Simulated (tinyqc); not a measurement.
Polarisation and half-bias from two TMR values.

Question. A tunnel junction has TMR = TMR0/(1 + (V/Vh)^2), TMR0 = 2 P1 P2/(1 - P1 P2). Find TMR0, Vh and P2.

Values chosen for this exercise: spin polarisation of the reference layer P1 = 0.57.

TMR at 0.1 and 0.5 V (%): [96.952012, 47.539222]

Solution. 1/TMR is linear in V^2, and P1 P2 = TMR0/(2 + TMR0).

TMR0 = 101 %
Vh = 0.470 V
P2 = 0.590

Program tinyqc, `OMP_NUM_THREADS=1 python tinyqc.py 2450062 2450063 out.jsonl`; Intel Xeon 2.30GHz, shared host, one thread, about 0.01 s.
